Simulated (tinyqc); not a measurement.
Elastic strain and critical thickness of a cubic alloy layer A(1-x)B(x) on a thick substrate: one step, computed by the program tinyqc. Command: `OMP_NUM_THREADS=1 python tinyqc.py 3030288 3030289 out.jsonl misfit walk`. One thread of a shared host (Intel(R) Xeon(R) Processor @ 2.30GHz), about 0.01 s of CPU time with the checks.

Strain is positive in tension. The layer is coherent with the substrate unless said otherwise.

Problem. Wafer curvature of the coherent layer. Stoney: curvature = 6 |stress| h/(M_S t_S^2); radius = 1/curvature; bow = curvature W^2/8.

Inputs (values chosen for the exercise, modelled on Ga(1-x)In(x)As on InP):

| quantity | value | unit |
|---|---|---|
| layer thickness h | 75 | nm |
| biaxial modulus of the substrate M_S | 86.6 | GPa |
| substrate thickness t_S | 625 | micrometre |
| wafer diameter W | 100 | mm |

in-plane stress = -0.7085474 GPa

Give: curvature; radius of curvature; bow.

Solution.

curvature = 0.0094255 1/m

radius of curvature = 106.10 m

bow = 11.782 micrometre

Caution: the curvature assumes a coherent layer, but h exceeds h_c.
